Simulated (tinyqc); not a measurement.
Current of a Schottky diode by thermionic-emission-diffusion theory, and its read-back from I-V-T and C-V data: one step, computed by the program tinyqc. Command: `OMP_NUM_THREADS=1 python tinyqc.py 3018881 3018882 out.jsonl schottky walk`. One thread of a shared host (Intel(R) Xeon(R) Processor @ 2.30GHz), about 0.01 s of CPU time with the checks.

Full ionisation, no tunnelling, no recombination current. V is the voltage across the junction itself, forward positive.

Problem. Current. N_c(T) = N_c (T/300 K)^(3/2); V_bi = phi_0 - (k_B T/e) ln(N_c(T)/N); surface field F = sqrt(2 e N (V_bi - V - k_B T/e)/(eps eps_0)); image lowering d_phi = sqrt(e F/(4 pi eps eps_0)); effective barrier phi = phi_0 - d_phi. Collection velocity v_R = A* T^2/(e N_c(T)); diffusion velocity v_D = mu F; J = e N_c(T) v_R/(1 + v_R/v_D) exp(-phi/k_B T) [exp(e V/k_B T) - 1]. Terminal voltage V + J R_s.

Inputs (values chosen for the exercise, modelled on n-type silicon):
```
quantity                                     value           unit
Richardson constant A*                         111   A/(cm^2 K^2)
effective density of states at 300 K, N_c  2.8e+19         1/cm^3
permittivity eps                              11.7              -
mobility mu                                   1500     cm^2/(V s)
barrier without image force phi_0            0.805             eV
doping N                                   4.1e+15         1/cm^3
series resistance R_s                           11  milliohm cm^2
junction voltage V                            0.32              V
temperature T                                  200              K
```

Barrier: uniform.

Constants: k_B = 8.617333262e-05 eV/K; e = 1.602176634e-19 C; eps_0 = 8.8541878128e-12 F/m.

Give: v_R; v_D; current density J; terminal voltage.

Solution.

v_R = 1.818e+06 cm/s

v_D = 3.050e+07 cm/s

current density J = 6.301e-06 A/cm^2

terminal voltage = 0.3200 V

v_D/v_R = 16.8: emission over the barrier limits the current.
